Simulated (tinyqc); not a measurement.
The internal displacement: deformation potentials from a strained empirical pseudopotential.

Diamond lattice, no spin-orbit coupling. Atomic form factor V(q) = a1 (q^2 - a2)/(a3 exp(a4 q^2) - 1) in rydberg with q in 1/bohr, for the unstrained cell. Under a strain e the reciprocal vectors and k go over into (1 + e)^(-1) G, the atoms sit at +/- tau with tau = (1 + e) a (1,1,1)/8 - zeta a (eyz, ezx, exy)/4, and H(G,G') = c |k + G|^2 delta + (V(q)/det(1 + e)) cos(q.tau), q = G - G', with the term q = 0 left out; c = hbar^2/2m0. The basis is fixed before straining: all G with |k + G|^2 up to 16 (2 pi/a)^2. k is given in units of 2 pi/a of the unstrained cell.

Constants: hbar^2/2m0 = 3.80998211 eV angstrom^2; Ry = 13.60569312 eV; a0 (Bohr radius) = 0.5291772105 angstrom.

Values chosen for the exercise (out of a larger set: a germanium-sized cell with gaps well above those of Ge; not measured data): a = 5.657 angstrom (lattice constant); A = (0.398, 2.397, 2.083, 0.46) (a1 (Ry bohr^2), a2 (1/bohr^2), a3, a4 (bohr^2)); h = 0.005 (size of the test strain).

Xu of L (level 5, the lowest empty one) and d from exy = eyz = ezx = h for several zeta: Xu = [E(L [111]) - E(L [1-1-1])]/((8/3) h), d = (single valence level - pair)/(3 sqrt(3) h). zeta = 0 strains the bonds with the lattice; zeta = 1 keeps all four bond lengths equal to first order.

Results:

| zeta | Xu (L) (eV) | d (eV) |
|---|---|---|
| 0.00 | 9.46 | 1.27 |
| 0.25 | 10.51 | -1.02 |
| 0.50 | 11.58 | -3.31 |
| 0.60 | 12.00 | -4.22 |
| 0.75 | 12.65 | -5.60 |
| 1.00 | 13.74 | -7.89 |

What does the comparison show, and why?

From zeta = 0 to 1, d goes from 1.27 to -7.89 eV and Xu (L) from 9.46 to 13.74 eV, both nearly linearly: the displacement is an optical-phonon mode, and d = d(0) - zeta d0/4 gives its deformation potential d0 = 37 eV. Leaving the relaxation out (zeta = 0 for 0.5) moves d by +4.58 eV, which reverses its sign, and Xu (L) by -2.11 eV. Tetragonal strain has no such freedom.

Run: tinyqc, `OMP_NUM_THREADS=1 python tinyqc.py 1880966 1880967 out.jsonl`; Intel(R) Xeon(R) Processor @ 2.30GHz, one thread, shared host; about 0.2 s of CPU time with all checks.
